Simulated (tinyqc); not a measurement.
Velocity overshoot from momentum and energy balance equations after a field step: one step, computed by the program tinyqc.

At t = 0 the field jumps from 0 to F in a uniform sample. v is the drift velocity and u = w - (3/2) k_B T the excess energy per carrier.

Problem. Constants and steady state. dv/dt = e F/m - v/tau_m(u), du/dt = e F v - u/tau_E, tau_m(u) = tau_0/(1 + c u), tau_0 = m mu_0/e, c = mu_0/(e tau_E v_s^2); this choice gives the steady state v (1 + mu_0 F v/v_s^2) = mu_0 F, which saturates at v_s. Steady velocity v = 2 mu_0 F/(1 + sqrt(1 + 4 (mu_0 F/v_s)^2)); u = e F v tau_E; carrier temperature T + 2u/(3 k_B), neglecting the drift energy m v^2/2.

Inputs (values chosen for the exercise, modelled on electrons in 4H-SiC except for tau_E):

| quantity | value | unit |
|---|---|---|
| effective mass m | 0.36 | m_0 |
| low-field mobility mu_0 | 810 | cm^2/(V s) |
| saturation velocity v_s | 2 | 1e7 cm/s |
| energy relaxation time tau_E | 0.52 | ps |
| field after the step F | 140 | kV/cm |
| lattice temperature T | 300 | K |

Scheme: explicit Euler.

Constants: m_0 = 9.1093837015e-31 kg; e = 1.602176634e-19 C; k_B = 8.617333262e-05 eV/K.

Give: tau_0; c; acceleration e F/m; steady velocity; steady excess energy; steady carrier temperature.

Solution.

tau_0 = 165.8 fs

c = 3.894 1/eV

acceleration e F/m = 0.06840 1e7 cm/s per fs

steady velocity = 1.831 1e7 cm/s

steady excess energy = 1.333 eV

steady carrier temperature = 10615 K

tau_E/tau_0 = 3.14, and in the steady state tau_m has shrunk to 26.8 fs. Caution: the excess energy exceeds 0.5 eV, where non-parabolicity, upper valleys and impact ionisation matter.
